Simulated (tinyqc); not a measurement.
A chain with a side-coupled site and dephasing by Buettiker voltage probes: one step of the calculation.

Sites 1 to 5 form a chain with hopping -t, and site 6 hangs on site 4 by -ts. Lead L joins site 1 and lead R site 5, both semi-infinite chains with hopping -t and site energy 0. Every site carries a probe with self-energy -i Gamma_p/2 that draws no net current. Linear response at zero temperature: mu_L = 1, mu_R = 0 in units of the bias.

Problem. Transmissions between terminals. With Gamma the broadening by one lead, T_RL = Gamma^2 |G_(5,1)|^2, T_pL = Gamma Gamma_p |G_(p,1)|^2, T_pR = Gamma Gamma_p |G_(p,5)|^2, T_pq = Gamma_p^2 |G_(p,q)|^2 for p != q.

Values chosen for this exercise:
```
symbol,value,unit,meaning
gp,1.4,eV,probe broadening Gamma_p
```

G (1/eV):
```
                         1                        2                        3                        4
1   0.00428347-0.25593333i   0.20034298-0.01376745i   0.00260570+0.17718083i  -0.13128009+0.02358184i
2   0.20034298-0.01376745i  -0.01299344-0.27858127i   0.24608137+0.00179605i   0.02873021+0.18299271i
3   0.00260570+0.17718083i   0.24608137+0.00179605i   0.01313107-0.27276938i   0.20419966-0.02357181i
4  -0.13128009+0.02358184i   0.02873021+0.18299271i   0.20419966-0.02357181i  -0.02541816-0.26384419i
5  -0.01905628-0.09413407i  -0.13128009+0.02358184i   0.02020433+0.14662855i   0.18953701-0.02247844i
6   0.04799625-0.08332439i  -0.11422286-0.06918507i  -0.08188184+0.12351641i   0.15725313+0.10857623i

                         5                        6
1  -0.01905628-0.09413407i   0.04799625-0.08332439i
2  -0.13128009+0.02358184i  -0.11422286-0.06918507i
3   0.02020433+0.14662855i  -0.08188184+0.12351641i
4   0.18953701-0.02247844i   0.15725313+0.10857623i
5   0.01038326-0.26385049i  -0.07567196+0.11492567i
6  -0.07567196+0.11492567i   0.57105765-0.79898418i
```

Gamma = 3.5983191 eV

Give: T_RL; T_pL; T_pR; T_pq.

Solution.

T_RL = 0.11944

```
probe     T_pL     T_pR
1      0.33007  0.04647
2      0.20315  0.08962
3      0.15818  0.11037
4      0.08962  0.18352
5      0.04647  0.35125
6      0.04658  0.09538
```

T_pq:
```
         1        2        3        4        5        6
1  0.00000  0.07904  0.06154  0.03487  0.01808  0.01812
2  0.07904  0.00000  0.11870  0.06725  0.03487  0.03495
3  0.06154  0.11870  0.00000  0.08282  0.04294  0.04304
4  0.03487  0.06725  0.08282  0.00000  0.07140  0.07157
5  0.01808  0.03487  0.04294  0.07140  0.00000  0.03711
6  0.01812  0.03495  0.04304  0.07157  0.03711  0.00000
```

Computed by the program tinyqc: `OMP_NUM_THREADS=1 python tinyqc.py 2700013 2700014 out.jsonl`, one thread of a shared Intel Xeon 2.30GHz, about 0.01 s for the whole run.
